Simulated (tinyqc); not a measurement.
# Worked calculation: undoped symmetric double-gate MOSFET, analytic potential model

Program tinyqc, `OMP_NUM_THREADS=1 python tinyqc.py 2440083 2440084 out.jsonl`; Intel Xeon 2.30GHz, shared host, one thread, about 0.01 s. Printed values are rounded.

An undoped body of thickness ts between two equal insulators and tied gates; long channel, electrons only, n = ni exp((psi - V)/Vt) with V the quasi-Fermi potential (0 at the source, Vd at the drain), constant mobility, no quantisation. Across the body psi(x) = V - 2 Vt ln[(ts/(2 beta)) sqrt(q ni/(2 eps0 eps_r Vt)) cos(2 beta x/ts)], x from the centre. Q is the electron charge per area of the whole body.

Values chosen for this exercise; material values close to those of silicon: temperature T = 293 K; band gap Eg = 1.14 eV; relative permittivity of the semiconductor eps_r = 11.6; conduction-band density of states at T Nc = 2.68e19 cm^-3; valence-band density of states at T Nv = 2.55e19 cm^-3; relative permittivity of the gate insulator eox = 8.83; insulator thickness tox = 2.8 nm; body thickness ts = 12 nm; gate work function less that of the intrinsic body dphi = -0.17 V; channel mobility mu = 130 cm^2/(V s); gate length L = 1 um; gate voltage Vg = 0.7 V; drain voltage Vd = 0.8 V.

Constants: q = 1.602176634e-19 C, kB = 1.380649e-23 J/K, Vt = kB T/q, eps0 = 8.8541878128e-14 F/cm where lengths are in cm. Results are converted to the units shown.

Range of the model: The surface density at the source passes 0.3 Nc, where Boltzmann statistics fail.

## Constants of the body

ni = sqrt(Nc Nv) exp(-Eg/(2 Vt)), Eg in volts; r = eps_r tox/(eox ts); V0 = dphi + 2 Vt ln[(2/ts) sqrt(2 eps0 eps_r Vt/(q ni))].

ni = 4.101955e9 cm^-3
r = 0.3065308
V0 = 0.3149174 V

## Iteration 1: beta at the source by Newton steps in z = ln(tan beta)

z at the start = 2

With V = 0, t = exp(z), beta = arctan(t): f = ln(beta) + (1/2) ln(1 + t^2) + 2 r beta t - (Vg - V0)/(2 Vt); with c = t/(1 + t^2), df/dz = c/beta + t c + 2 r t (c + beta); z(new) = z - f/(df/dz).

beta = 1.436278
f = 1.251628
df/dz = 8.182844
z after iteration 1 = 1.847042

## Iteration 2: beta at the source by Newton steps in z = ln(tan beta)

As before.

beta = 1.414382
f = 0.07858479
df/dz = 7.181044
z after iteration 2 = 1.836099

## Course of the iteration: beta at the source by Newton steps in z = ln(tan beta)

Stop when z changes by less than 1e-11, or after 60 iterations.

Course of the iteration:
```
iteration         z  |change|
1          1.847042     0.153
2          1.836099    0.0109
3          1.836048   5.08e-5
4          1.836048   1.09e-9
5          1.836048   < 1e-13
```

Converged in 5 iterations. At the end the number of correct digits about doubles with each step.

## Charges and drain current

beta_s = 1.412681
beta_d = 2.701373e-4

beta (between 0 and pi/2) solves (Vg - V0 - V)/(2 Vt) = ln(beta) - ln(cos beta) + 2 r beta tan(beta). Q = 8 eps0 eps_r Vt beta tan(beta)/ts; I = mu (1/L)(4 eps0 eps_r/ts)(2 Vt)^2 [g(beta_s) - g(beta_d)] per width, g = beta tan(beta) - beta^2/2 + r beta^2 tan^2(beta), with beta_s at V = 0 and beta_d at V = Vd.

Qs = 1531.742 nC/cm^2
Qd = 1.261610e-5 nC/cm^2
g(beta_s) = 31.92418
g(beta_d) = 3.648708e-8
I = 36.23178 uA/um

The term r beta^2 tan^2(beta), which gives the square law, makes up 75.4 % of g at the source.

## Potential and electron density across the body at the source

x/ts, point 0 to 6: 0  0.1  0.2  0.3  0.4  0.45  0.5

psi(x) as above with V = 0 and beta = beta_s; n = ni exp(psi/Vt).

```
point    psi (V)    n (cm^-3)
0      0.5023637  1.794538e18
1      0.5044067  1.945773e18
2      0.5108954  2.515950e18
3      0.5232104  4.097586e18
4      0.5453915  9.864061e18
5      0.5640219  2.063058e19
6      0.5957136  7.238138e19
```

The density at the surface is 40.3 times that at the centre (1/cos^2 beta). It reaches 2.7 Nc, where Boltzmann statistics overestimate it.
